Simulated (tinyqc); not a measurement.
Thermal boundary conductance by the acoustic and diffuse mismatch models. Inputs raised by 5 %, one at a time. Computed by tinyqc, a small Python program. Command: `OMP_NUM_THREADS=1 python tinyqc.py 3009048 3009049 out.jsonl kapitza sens`. One thread of a shared host (Intel(R) Xeon(R) Processor @ 2.30GHz), about 0.01 s of CPU time with the checks.

Each side has one longitudinal and two transverse Debye branches, omega = v q up to q_D = (6 pi^2 n)^(1/3), with n counting all atoms. Scattering at the interface is elastic. Electrons are left out of G, also for metals. Melting is ignored. G refers to the temperatures of the phonons sent towards the interface. Linear branches over all atoms overstate G at high T, most for crystals with several atoms a cell.

Inputs (values chosen for the exercise, modelled on sapphire (side 1) and silicon carbide (side 2)):
```
quantity                    value     unit
density rho_1                3.95   g/cm^3
longitudinal velocity vL_1  10600      m/s
transverse velocity vT_1     6620      m/s
atom density n_1              115   1/nm^3
conductivity kappa_1         34.6  W/(m K)
density rho_2                3.17   g/cm^3
longitudinal velocity vL_2  12300      m/s
transverse velocity vT_2     7240      m/s
atom density n_2             94.9   1/nm^3
conductivity kappa_2          402  W/(m K)
temperature T                  50        K
thickness d_1                 190       nm
thickness d_2               98000       nm
heat flux J                  0.71  kW/cm^2
```

Structure: film on a substrate.

Constants: hbar = 1.054571817e-34 J s; k_B = 1.380649e-23 J/K.

Method:
- omega_c = v q_D for each branch, given as hbar omega_c/k_B; impedance Z = rho v.
- No mode conversion. t(theta) = 4 Z_1 Z_2 cos(theta_1) cos(theta_2)/N^2, with N = Z_2 cos(theta_1) + Z_1 cos(theta_2) for L (the form for pressure waves) and N = Z_1 cos(theta_1) + Z_2 cos(theta_2) for both T branches (the form for shear waves polarised along the interface); sin(theta_2) = (v_2/v_1) sin(theta_1), and t = 0 beyond the critical angle arcsin(v_1/v_2); the mean over the incoming flux is alpha = 2 int t sin(theta_1) cos(theta_1) d theta_1 (64 Gauss-Legendre points).
- G = (k_B^4 T^3/(8 pi^2 hbar^3)) int W(x) x^4 e^x/(e^x - 1)^2 dx, x = hbar omega/(k_B T). Acoustic mismatch: W = sum over the three branches of alpha(1 to 2)/v_1^2, each up to the lower of its two cut-offs. Diffuse mismatch: W = S_1 S_2/(S_1 + S_2), where S_i sums 1/v^2 over the branches of side i still below their cut-off. Radiation limit: W = min(S_1, S_2). The integral is split at the four cut-offs (64 Gauss-Legendre points a piece, x at most 45).
- Boundary resistance R = 1/G and Kapitza length kappa_2/G use the diffuse value.
- In series: Delta T = J (d_1/kappa_1 + R + d_2/kappa_2), with bulk conductivities in the layers and one-dimensional flow.

Runs; columns: (1) input moved; (2) from; (3) to; (4) G, acoustic mismatch (MW/(m^2 K)); (5) G, radiation limit (MW/(m^2 K)); (6) Kapitza length in side 2 (nm); (7) interface share of film plus interface:
```
(1)                                 (2)     (3)     (4)     (5)    (6)      (7)
base run                              -       -  55.079  57.032  12834  0.85324
longitudinal velocity vL_1 (m/s)  10600   11130  55.152  57.032  12923  0.85411
atom density n_1 (1/nm^3)           115  120.75  55.080  57.033  12834  0.85324
density rho_2 (g/cm^3)             3.17  3.3285  55.340  57.032  12834  0.85324
transverse velocity vT_2 (m/s)     7240    7602  50.544  52.513  13441  0.85893
atom density n_2 (1/nm^3)          94.9  99.645  55.079  57.032  12834  0.85324
conductivity kappa_1 (W/(m K))     34.6   36.33  55.079  57.032  12834  0.85925
thickness d_2 (nm)                98000  102900  55.079  57.032  12834  0.85324
```

Exponents ln(y'/y) / ln(x'/x):
```
input                       G, acoustic mismatch  G, radiation limit  Kapitza length in side 2  interface share of film plus interface
longitudinal velocity vL_1                 0.027               0.000                     0.142                                   0.021
atom density n_1                           0.000               0.000                     0.000                                   0.000
density rho_2                              0.097               0.000                     0.000                                   0.000
transverse velocity vT_2                  -1.761              -1.692                     0.947                                   0.136
atom density n_2                           0.000               0.000                     0.000                                   0.000
conductivity kappa_1                       0.000               0.000                     0.000                                   0.144
thickness d_2                              0.000               0.000                     0.000                                   0.000
```

Which inputs matter most for each result?

Among the inputs moved here: G, acoustic mismatch answers most in size to transverse velocity vT_2 (exponent -1.761), next to density rho_2 (+0.097); its exponent is below 0.0005 for atom density n_1, atom density n_2, conductivity kappa_1, thickness d_2. G, radiation limit answers most in size to transverse velocity vT_2 (exponent -1.692); its exponent is below 0.0005 for longitudinal velocity vL_1, atom density n_1, density rho_2, atom density n_2, conductivity kappa_1, thickness d_2. Kapitza length in side 2 answers most in size to transverse velocity vT_2 (exponent +0.947), next to longitudinal velocity vL_1 (+0.142); its exponent is below 0.0005 for atom density n_1, density rho_2, atom density n_2, conductivity kappa_1, thickness d_2. Interface share of film plus interface answers most in size to conductivity kappa_1 (exponent +0.144), next to transverse velocity vT_2 (+0.136); its exponent is below 0.0005 for atom density n_1, density rho_2, atom density n_2, thickness d_2.

Caution (all rows): kappa_2 is of room-temperature size, so the Kapitza length is only nominal at this T. Caution (all rows): the conductivities are of room-temperature size; at this T real values can differ much and free paths can be long. Caution (all rows): R from emitted-phonon temperatures is too large for use in series with Fourier layers, by up to a factor of about 2.
